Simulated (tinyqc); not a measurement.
## Thermionic-field emission through a Schottky barrier, WKB: contact resistivity against barrier height

Metal on an n-type semiconductor with one parabolic valley; V > 0 is forward bias (metal positive). Energies E are counted from the conduction edge of the neutral semiconductor, whose Fermi level lies at -xi; that of the metal lies at -xi - V. The barrier is a parabola of height Vd = phi - xi - V (depletion approximation, no image force).

Nc = 2 (2 pi me m0 kB T/h^2)^1.5 (times 1e-6 for cm^-3); Nd = Nc F12(-xi/Vt), F12(x) = (2/sqrt(pi)) int_0^infinity sqrt(u)/(1 + exp(u - x)) du; E00 = (hbar/2) sqrt(Nd/(me m0 eps0 eps_r)) in SI units (volts). For E < Vd, ln T(E) = -(Vd/E00) [sqrt(1 - y) - y ln((1 + sqrt(1 - y))/sqrt(y))], y = E/Vd; T(E) = 1 above. J = A* T (q/kB) int_0^infinity T(E) N(E) dE, N = ln[(1 + exp((-xi - E)/Vt))/(1 + exp((-xi - V - E)/Vt))], A* = 4 pi q me m0 kB^2/h^3 (times 1e-4 for A/(cm^2 K^2)). The integral is converged to the digits shown; the share over the barrier is that of E > Vd, and 0 means below 1e-6 %. The contact resistivity is rho_c = 1/(dJ/dV) at V = 0, where N becomes V f/Vt with f = 1/(1 + exp((E + xi)/Vt)).

Parameters, values chosen for the exercise; band and dielectric values close to those of In0.53Ga0.47As: temperature T = 350 K; electron mass me = 0.0414 m0; relative permittivity eps_r = 13.9; donor density Nd = 8.3e18 cm^-3.

Constants: q = 1.602176634e-19 C, kB = 1.380649e-23 J/K, eps0 = 8.8541878128e-12 F/m, hbar = 1.054571817e-34 J s, h = 6.62607015e-34 J s, m0 = 9.1093837015e-31 kg, Vt = kB T/q. Results are converted to the units shown.

Contact resistivity against barrier height:
```
phi (eV)  rho_c (ohm cm^2)  thermionic Vt exp(phi/Vt)/(A* T^2) (ohm cm^2)
0.15              3.410e-8                                       7.152e-6
0.29              1.256e-7                                       7.418e-4
0.42              4.771e-7                                        0.05524
0.56              2.190e-6                                          5.730
0.69              9.545e-6                                          426.6
0.83              4.880e-5                                        4.426e4
0.96              2.296e-4                                        3.295e6
1.1               0.001253                                        3.418e8
```

What does the comparison show?

rho_c rises from 3.41e-8 to 0.00125 ohm cm^2; between the last two rows it grows by a factor e every 82.5 meV, against E00 coth(E00/Vt) = 71.8 meV and Vt = 30.2 meV for pure emission.

Range of the model: The depletion approximation, a parabolic band and the neglect of image-force lowering make these currents estimates at high doping.

Program tinyqc, `OMP_NUM_THREADS=1 python tinyqc.py 2640043 2640044 out.jsonl`; Intel Xeon 2.30GHz, shared host, one thread, about 0.01 s.
